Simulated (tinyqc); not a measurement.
Averaged masses of warped heavy- and light-hole bands: one step. Other forms of the parameters. Four cases, with inputs chosen for the exercise.

Problem. Dresselhaus-Kip-Kittel form E = c [A k^2 -/+ sqrt(B^2 k^4 + C^2 (kx^2 ky^2 + ky^2 kz^2 + kz^2 kx^2))] with A = g1, B = 2 g2, C^2 = 12 (g3^2 - g2^2). Spherical form: mu = (6 g3 + 4 g2)/(5 g1), delta = (g3 - g2)/g1, masses 1/(g1 (1 -/+ mu)). Effective rydberg R* = Ry/(g1 eps^2) and radius a* = a0 g1 eps.

Constants: Ry = 13.60569312 eV; a0 (Bohr radius) = 0.5291772105 angstrom.

Case 1.

Values chosen (near those of Si; not measured data): g1 = 4.28 (Luttinger gamma1); g2 = 0.34 (gamma2); g3 = 1.45 (gamma3); eps = 11.71 (dielectric constant).

Case 2.

Values chosen (near those of GaAs; not measured data): g1 = 6.99 (Luttinger gamma1); g2 = 2.07 (gamma2); g3 = 2.93 (gamma3); eps = 12.62 (dielectric constant).

Case 3.

Values chosen (near those of AlAs; not measured data): g1 = 3.71 (Luttinger gamma1); g2 = 0.82 (gamma2); g3 = 1.41 (gamma3); eps = 10.42 (dielectric constant).

Case 4.

Values chosen (near those of Ge; not measured data): g1 = 13.4 (Luttinger gamma1); g2 = 4.27 (gamma2); g3 = 5.66 (gamma3); eps = 16.07 (dielectric constant).

Give: A, B, |C|; mu, delta; spherical masses, heavy and light; R*; a*.

Solution.

Case 1.

A, B, |C|: [4.280, 0.680, 4.883]

mu, delta: [0.4701, 0.2593]

spherical masses, heavy and light (m0): [0.4409, 0.1589]

R* = 23.18 meV
a* = 26.5 angstrom

delta/mu = 0.55 measures the warping against the spherical splitting.

Case 2.

A, B, |C|: [6.990, 4.140, 7.183]

mu, delta: [0.7399, 0.1230]

spherical masses, heavy and light (m0): [0.5501, 0.0822]

R* = 12.22 meV
a* = 46.7 angstrom

delta/mu = 0.17 measures the warping against the spherical splitting.

Case 3.

A, B, |C|: [3.710, 1.640, 3.973]

mu, delta: [0.6329, 0.1590]

spherical masses, heavy and light (m0): [0.7342, 0.1651]

R* = 33.78 meV
a* = 20.5 angstrom

delta/mu = 0.25 measures the warping against the spherical splitting.

Case 4.

A, B, |C|: [13.400, 8.540, 12.870]

mu, delta: [0.7618, 0.1037]

spherical masses, heavy and light (m0): [0.3133, 0.0424]

R* = 3.93 meV
a* = 114.0 angstrom

delta/mu = 0.14 measures the warping against the spherical splitting.

Computed by tinyqc, one run a case: `OMP_NUM_THREADS=1 python tinyqc.py N N+1 out.jsonl` with N = 1051307, 1051483, 1051503, 1080023; one thread of a shared Intel(R) Xeon(R) Processor @ 2.30GHz, about 0.03 s a run at most.
